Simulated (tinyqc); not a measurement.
Inside a calculation. Method: plane-wave Kohn-Sham cycle with exchange-only LDA in a layered model solid. Computed by tinyqc, a small Python program that keeps every step. Settings: points = 16, plane-wave index or count = 2, electrons = 4, k points = 4, area = 19.0, mixing = 0.3, iteration cap = 72, Kerker q0 = 0.83. Command: `OMP_NUM_THREADS=1 python tinyqc.py 23667 23668 out.jsonl` (the two numbers bound the seeds that draw the settings). One thread of a shared host (Intel(R) Xeon(R) Processor @ 2.60GHz), about 0.03 s of CPU time with the checks. Later iterations appear only in the table of the cycle.

## Iteration 1: potential

A solid whose potential varies along x alone (atomic units):
```
parameter                      value
period a                   12.400000
cross-section of the cell  19.000000
electrons per cell                 4
grid points                       16
plane waves -n..n, n               2
k points                           4
V1 in V1 cos(2 pi x/a)     -0.150000
```

density at the start, on the grid x_j = j a/N (e/bohr^3): [0.01697793, 0.01697793, 0.01697793, 0.01697793, 0.01697793, 0.01697793, 0.01697793, 0.01697793, 0.01697793, 0.01697793, 0.01697793, 0.01697793, 0.01697793, 0.01697793, 0.01697793, 0.01697793]

V_H(G) = 4 pi rho(G)/G^2 for G != 0 (uniform background); v_x = -(3 rho/pi)^(1/3); V = V_ext + V_H + v_x; Fourier components f(G_m) = (1/N) sum_j f(x_j) exp(-i G_m x_j).

Potentials on the grid (hartree):
```
x              V_ext       V_H        v_x          V
0.000000   -0.150000  0.000000  -0.253096  -0.403096
0.775000   -0.138582  0.000000  -0.253096  -0.391678
1.550000   -0.106066  0.000000  -0.253096  -0.359162
2.325000   -0.057403  0.000000  -0.253096  -0.310499
3.100000           0  0.000000  -0.253096  -0.253096
3.875000    0.057403  0.000000  -0.253096  -0.195694
4.650000    0.106066  0.000000  -0.253096  -0.147030
5.425000    0.138582  0.000000  -0.253096  -0.114514
6.200000    0.150000  0.000000  -0.253096  -0.103096
6.975000    0.138582  0.000000  -0.253096  -0.114514
7.750000    0.106066  0.000000  -0.253096  -0.147030
8.525000    0.057403  0.000000  -0.253096  -0.195694
9.300000           0  0.000000  -0.253096  -0.253096
10.075000  -0.057403  0.000000  -0.253096  -0.310499
10.850000  -0.106066  0.000000  -0.253096  -0.359162
11.625000  -0.138582  0.000000  -0.253096  -0.391678
```

V(G_m), m = 0, 1, 2, ... (hartree): [-0.253096, -0.075000, 0.000000, 0.000000, 0.000000]

## Iteration 1: Hamiltonian at one k

k = 0.125000 2 pi / a

H(m,m') = (k + G_m)^2/2 delta + V(G_m - G_m'), with V(-G) = V(G).

H (hartree), order -2, -1, +0, +1, +2:
```
[[0.198228, -0.075000, 0.000000, 0.000000, 0.000000],
 [-0.075000, -0.154808, -0.075000, 0.000000, 0.000000],
 [0.000000, -0.075000, -0.251090, -0.075000, 0.000000],
 [0.000000, 0.000000, -0.075000, -0.090619, -0.075000],
 [0.000000, 0.000000, 0.000000, -0.075000, 0.326605]]
```

## Iteration 1: levels at that k

Diagonalise the Hermitian matrix.

eigenvalues (hartree): [-0.314907, -0.146792, -0.063971, 0.214016, 0.339970]

## Iteration 1: new density

Motion across x is left out: the lowest 2 band(s) hold two electrons at each of the k points (j + 1/2)/nk - 1/2. Residual R = rho(out) - rho(in); rho(new) = rho(in) + 0.3 R, with R(G) scaled by G^2/(G^2 + 0.83^2) (Kerker). rho(out) = 2/(a A nk) sum |psi|^2 with psi = sum c exp(i G x). Harris energy E = band energy - dV sum rho (V_H/2 + v_x) + (3/4) dV sum rho v_x with rho(in), dV = a A/N, band energy = (2/nk) sum of the filled levels.

rho(out) (e/bohr^3): [0.02429639, 0.02512861, 0.02603372, 0.02427516, 0.01929784, 0.01315097, 0.00819003, 0.00535698, 0.00448387, 0.00535698, 0.00819003, 0.01315097, 0.01929784, 0.02427516, 0.02603372, 0.02512861]

density after iteration 1 (e/bohr^3): [0.01710694, 0.01739397, 0.01788249, 0.01792995, 0.01738412, 0.01664902, 0.01614219, 0.01593878, 0.01589888, 0.01593878, 0.01614219, 0.01664902, 0.01738412, 0.01792995, 0.01788249, 0.01739397]

energy per cell = -0.69140917 hartree

## Iteration 2: potential

As before.

Potentials on the grid (hartree):
```
x              V_ext        V_H        v_x          V
0.000000   -0.150000   0.037696  -0.253736  -0.366040
0.775000   -0.138582   0.037014  -0.255147  -0.356714
1.550000   -0.106066   0.033056  -0.257513  -0.330523
2.325000   -0.057403   0.022567  -0.257741  -0.292576
3.100000           0   0.005286  -0.255099  -0.249813
3.875000    0.057403  -0.014943  -0.251451  -0.208991
4.650000    0.106066  -0.032846  -0.248873  -0.175653
5.425000    0.138582  -0.044639  -0.247823  -0.153880
6.200000    0.150000  -0.048689  -0.247616  -0.146305
6.975000    0.138582  -0.044639  -0.247823  -0.153880
7.750000    0.106066  -0.032846  -0.248873  -0.175653
8.525000    0.057403  -0.014943  -0.251451  -0.208991
9.300000           0   0.005286  -0.255099  -0.249813
10.075000  -0.057403   0.022567  -0.257741  -0.292576
10.850000  -0.106066   0.033056  -0.257513  -0.330523
11.625000  -0.138582   0.037014  -0.255147  -0.356714
```

V(G_m), m = 0, 1, 2, ... (hartree): [-0.253040, -0.054845, -0.001593, -0.000094, 0.000024]

## Iteration 2: Hamiltonian at one k

k = 0.125000 2 pi / a

As before.

H (hartree), order -2, -1, +0, +1, +2:
```
[[0.198284, -0.054845, -0.001593, -0.000094, 0.000024],
 [-0.054845, -0.154752, -0.054845, -0.001593, -0.000094],
 [-0.001593, -0.054845, -0.251034, -0.054845, -0.001593],
 [-0.000094, -0.001593, -0.054845, -0.090564, -0.054845],
 [0.000024, -0.000094, -0.001593, -0.054845, 0.326661]]
```

## Iteration 2: levels at that k

As before.

eigenvalues (hartree): [-0.290339, -0.144511, -0.077064, 0.206708, 0.333802]

## Iteration 2: new density

As before.

rho(out) (e/bohr^3): [0.02294055, 0.02325984, 0.02342225, 0.02201119, 0.01864915, 0.01437633, 0.01063004, 0.00826436, 0.00747998, 0.00826436, 0.01063004, 0.01437633, 0.01864915, 0.02201119, 0.02342225, 0.02325984]

density after iteration 2 (e/bohr^3): [0.01740270, 0.01776333, 0.01837258, 0.01839870, 0.01761020, 0.01650501, 0.01565920, 0.01524468, 0.01513678, 0.01524468, 0.01565920, 0.01650501, 0.01761020, 0.01839870, 0.01837258, 0.01776333]

energy per cell = -0.64593005 hartree

## Convergence

Stop when sqrt(dV sum R^2) is below 1e-8, dV = a A/N.

Course of the cycle:
```
iteration  E (hartree)  norm of the residual
1          -0.69140917              1.26e-01
2          -0.64593005              8.23e-02
3          -0.62662677              5.10e-02
4          -0.61909344              3.23e-02
5          -0.61606228              2.14e-02
6          -0.61477582              1.45e-02
7          -0.61420872              1.00e-02
8          -0.61395291              6.99e-03
9          -0.61383589              4.88e-03
10         -0.61378187              3.42e-03
11         -0.61375677              2.40e-03
...                ...                   ...
43         -0.61373465              1.11e-07
44         -0.61373465              8.50e-08
45         -0.61373465              6.51e-08
46         -0.61373465              4.98e-08
47         -0.61373465              3.82e-08
48         -0.61373465              2.93e-08
49         -0.61373465              2.24e-08
50         -0.61373465              1.72e-08
51         -0.61373465              1.32e-08
52         -0.61373465              1.01e-08
53         -0.61373465              7.76e-09
```

Converged in 53 iterations. Before convergence this energy mixes input and output and is not variational, so it may rise towards its limit.
